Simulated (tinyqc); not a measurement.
Inputs raised by 10 %, one at a time: implant damage, amorphisation by cascade overlap, and solid-phase epitaxial regrowth. Computed by tinyqc, a small Python program. Command: `OMP_NUM_THREADS=1 python tinyqc.py 3114171 3114172 out.jsonl sper sens`. One thread of a shared host (Intel(R) Xeon(R) Processor @ 2.30GHz), about 0.01 s of CPU time with the checks.

Range and width of the damage are inputs. Dynamic annealing enters only through the surviving share f.

Inputs (values chosen for the exercise, modelled on germanium ions in silicon):

| quantity | value | unit |
|---|---|---|
| atomic density N | 49.9 | 1/nm^3 |
| ion Z1 | 32 | - |
| ion mass M1 | 72.6 | u |
| target Z2 | 14 | - |
| target mass M2 | 28.09 | u |
| ion energy E | 35 | keV |
| displacement energy E_d | 16 | eV |
| depth of the damage peak R_d | 24 | nm |
| width of the damage profile s_d | 15 | nm |
| share of defects that survive f | 0.42 | - |
| critical displaced share x_c | 0.19 | - |
| dose Q | 1.6e+14 | 1/cm^2 |
| regrowth prefactor v0 | 5.5e+15 | nm/s |
| regrowth energy E_a | 2.72 | eV |
| anneal temperature | 551 | C |
| rate relative to (100) | 1 | - |
| peak enhancement by the dopant | 4.2 | - |
| ramp rate | 15 | K/s |

Constants: a_0 = 0.529177210903 angstrom; e^2/(4 pi eps_0) = 14.39964548 eV angstrom; k_B = 8.617333262e-05 eV/K.

Method:
- Robinson partition: eps = E a M2/(Z1 Z2 (e^2/(4 pi eps_0)) (M1 + M2)), a = 0.8853 a_0/sqrt(Z1^(2/3) + Z2^(2/3)); k = 0.0793 Z1^(2/3) Z2^(1/2) (M1 + M2)^(3/2)/((Z1^(2/3) + Z2^(2/3))^(3/4) M1^(3/2) M2^(1/2)); damage energy T_d = E/(1 + k (eps + 0.40244 eps^(3/4) + 3.4008 eps^(1/6))); displacements nu = 0.8 T_d/(2 E_d).
- Displaced share x(z) = f nu Q exp(-(z - R_d)^2/(2 s_d^2))/(sqrt(2 pi) s_d N); the layer is amorphous where x > x_c, between R_d -/+ s_d sqrt(2 ln(x_max/x_c)), the upper edge being cut at the surface. Threshold dose Q_c = Q x_c/x_max.
- Displaced atoms per area beyond the lower edge z2: f nu Q (1/2) erfc((z2 - R_d)/(sqrt2 s_d)); they are not removed by regrowth.
- v = v0 x orientation factor x exp(-E_a/(k_B T)) x [1 + (enhancement - 1) exp(-(z - R_d)^2/(2 s_d^2))], T = anneal temperature + 273.15 K; the dopant is taken to follow the damage profile; the lower front moves from the lower edge z2 to the surface, or to the middle (z1 + z2)/2 of a buried layer with upper edge z1; time = int dz/v; the equivalent undoped distance is that time times the undoped velocity.
- On a linear ramp from 200 C regrowth ends at the T_f where int v_undoped dT/(ramp rate) equals the equivalent undoped distance.

Runs:

| input moved | from | to | threshold dose Q_c (1/cm^2) | displaced atoms beyond z2 (1/cm^2) | time with enhancement (s) | temperature at which regrowth ends (C) |
|---|---|---|---|---|---|---|
| base run | - | - | 1.289e+14 | 1.130e+16 | 19.4 | 609.1 |
| depth of the damage peak R_d (nm) | 24 | 26.4 | 1.289e+14 | 1.130e+16 | 19.4 | 609.1 |
| share of defects that survive f | 0.42 | 0.462 | 1.172e+14 | 1.046e+16 | 23.8 | 613.9 |
| dose Q (1/cm^2) | 1.6e+14 | 1.76e+14 | 1.289e+14 | 1.046e+16 | 23.8 | 613.9 |
| regrowth energy E_a (eV) | 2.72 | 2.992 | 1.289e+14 | 1.130e+16 | 893.0 | 694.8 |
| peak enhancement by the dopant | 4.2 | 4.62 | 1.289e+14 | 1.130e+16 | 17.7 | 606.9 |

Exponents ln(y'/y) / ln(x'/x):

| input | threshold dose Q_c | displaced atoms beyond z2 | time with enhancement | temperature at which regrowth ends |
|---|---|---|---|---|
| depth of the damage peak R_d | 0 | 0.000 | 0.000 | 0.000 |
| share of defects that survive f | -1 | -0.809 | 2.172 | 0.084 |
| dose Q | 0 | -0.809 | 2.172 | 0.084 |
| regrowth energy E_a | 0 | 0.000 | 40.184 | 1.382 |
| peak enhancement by the dopant | 0 | 0.000 | -0.982 | -0.038 |

To which inputs is each result most sensitive?

Among the inputs moved here: threshold dose Q_c answers most in size to share of defects that survive f (exponent -1.000); its exponent is below 0.0005 for depth of the damage peak R_d, dose Q, regrowth energy E_a, peak enhancement by the dopant. Displaced atoms beyond z2 answers most in size to share of defects that survive f (exponent -0.809), and about equally to dose Q (-0.809); its exponent is below 0.0005 for depth of the damage peak R_d, regrowth energy E_a, peak enhancement by the dopant. Time with enhancement answers most in size to regrowth energy E_a (exponent +40.184), next to share of defects that survive f (+2.172); its exponent is below 0.0005 for depth of the damage peak R_d. Temperature at which regrowth ends answers most in size to regrowth energy E_a (exponent +1.382), next to share of defects that survive f (+0.084); its exponent is below 0.0005 for depth of the damage peak R_d.

Extremes, crossings and ranges named in words are read from the listed rows.
